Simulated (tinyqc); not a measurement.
Round or elliptic silicon nanowire with anisotropic valleys (Ritz method): sweeps and comparisons. A value that a table varies takes the place of the one given here.

Wire along x = [100] on a (001) wafer, y = [010], z = [001]. Valley groups, two valleys each (w = inverse masses): A, axis along z: w_y = 1/mt, w_z = 1/ml, m_x = mt; B, axis along y: w_y = 1/ml, w_z = 1/mt, m_x = mt; C, axis along x: w_y = w_z = 1/mt, m_x = ml.

Hard wall on the ellipse (y/a)^2 + (z/b)^2 = 1, c = hbar^2/2m0. With u = y/a, v = z/b the operator is -c [(w_y/a^2) d2/du2 + (w_z/b^2) d2/dv2] on the unit disc. Basis (1 - u^2 - v^2) u^i v^j; S, X and Y are the disc integrals of f f', (df/du)(df'/du) and (df/dv)(df'/dv), from the integral of u^p v^q = 2 Gamma((p+1)/2) Gamma((q+1)/2)/((p + q + 2) Gamma((p+q+2)/2)) for even p, q; H = c (w_y X/a^2 + w_z Y/b^2).

Converged values use 21 functions of each parity class (e or o in u, then in v).

Constants: hbar^2/2m0 = 3.80998211 eV angstrom^2.

Inputs chosen for the exercise (near those of a Si nanowire; the results hold for these values, not for the real material):
- ml = 0.911 m0 (longitudinal mass)
- mt = 0.189 m0 (transverse mass)
- a = 37 angstrom (semi-axis along y)
- b = 37 angstrom (semi-axis along z)
- asp = (0.4, 0.6, 0.8, 1, 1.3, 1.8, 2.5) (ratios a/b)
- area = 43 nm^2 (cross-section, kept fixed)
- hw = 3 (height over mean width)

## Size of the basis

Lowest level of each group with 1, 3, 6 and 21 even functions.

Levels (meV):

| functions | A | B | C |
|---|---|---|---|
| 1 | 53.34 | 53.34 | 88.35 |
| 3 | 50.59 | 50.59 | 85.17 |
| 6 | 50.54 | 50.54 | 85.16 |
| 21 | 50.54 | 50.54 | 85.16 |

What can be read from the table?

One function errs by 5.5 % for A, 5.5 % for B and 3.7 % for C, six by 0.00029, 0.00029 and 1.4e-05 meV. The error grows with the axis ratio of the stretched ellipse (2.20, 2.20, 1.00); for a circle it is 6/5.783 - 1 = 3.7 %.

## Flattening the wire at fixed area

a = sqrt(area x ratio/pi), b = a/ratio, 1 nm^2 = 100 angstrom^2; lowest level of each group.

Levels (eV):

| a/b | a (angstrom) | b (angstrom) | A | B | C |
|---|---|---|---|---|---|
| 0.4 | 23.4 | 58.5 | 0.1025 | 0.0391 | 0.1207 |
| 0.6 | 28.7 | 47.8 | 0.0729 | 0.0402 | 0.0958 |
| 0.8 | 33.1 | 41.4 | 0.0586 | 0.0447 | 0.0872 |
| 1.0 | 37.0 | 37.0 | 0.0505 | 0.0505 | 0.0852 |
| 1.3 | 42.2 | 32.4 | 0.0439 | 0.0603 | 0.0880 |
| 1.8 | 49.6 | 27.6 | 0.0395 | 0.0776 | 0.0994 |
| 2.5 | 58.5 | 23.4 | 0.0391 | 0.1025 | 0.1207 |

What does this show?

Each group is lowest where its stretched ellipse is a circle, at a/b = sqrt(w_y/w_z): 2.20 for A, 0.46 for B and 1.00 for C. The lowest group is B in the first row and A in the last, A and B crossing at a/b = 1 by symmetry; B - A is -63 meV in the first row and +63 meV in the last.

## Shape of the cross-section

Equal area, hard walls, lowest level of -c (w_y d2/dy2 + w_z d2/dz2), c = hbar^2/2m0. Rectangle W x H with H/W = hw; ellipse with b/a = hw; trapezoid of height H, base W/0.8 and top 0.6 of the base; isosceles triangle of height H and base 2W. Ellipse, trapezoid and triangle by converged Ritz bases; 1 nm^2 = 100 angstrom^2.

Levels:

| shape | A (eV) | B (eV) | B - A (meV) |
|---|---|---|---|
| rectangle | 0.1420 | 0.0442 | -97.8 |
| ellipse | 0.1204 | 0.0406 | -79.8 |
| trapezoid | 0.1201 | 0.0447 | -75.4 |
| triangle | 0.0723 | 0.0494 | -22.9 |

W = 37.9 angstrom
H = 113.6 angstrom

How do the results move?

For group A the order is triangle, trapezoid, ellipse, rectangle, spanning 97 %. For group B the order is ellipse, rectangle, trapezoid, triangle, spanning 22 %. The ellipse lies below the rectangle for both groups, since corners hold little of the wave function. The triangle is lowest for A, whose light mass lies across the width and gains from the wide base. The spacing B - A of the valley groups runs from -98 to -23 meV.

## What each parameter does

Lowest level of groups A and B. Each row changes one parameter from the base and keeps the others.

Results:

| case | A (eV) | B (eV) | B - A (meV) |
|---|---|---|---|
| base | 0.0505 | 0.0505 | 0.0 |
| a = 35 angstrom | 0.0553 | 0.0517 | -3.6 |
| b = 40 angstrom | 0.0491 | 0.0446 | -4.5 |
| ml = 1.02 m0 | 0.0495 | 0.0495 | 0.0 |
| mt = 0.17 m0 | 0.0551 | 0.0551 | 0.0 |

What does this show?

The largest shifts from the base row, up to three for each result and ties (the steps differ in size, so this ranks the rows, not the parameters). A (eV): a +0.0048, mt +0.0045, b -0.0014. B (eV): b -0.0059, mt +0.0045, a +0.0011, ml -0.0011. B - A (meV): b -4.5, a -3.6; unchanged at the printed digits by ml and mt.

tinyqc: `OMP_NUM_THREADS=1 python tinyqc.py 1282434 1282435 out.jsonl`; about 0.03 s, one thread, shared Intel(R) Xeon(R) Processor @ 2.30GHz.
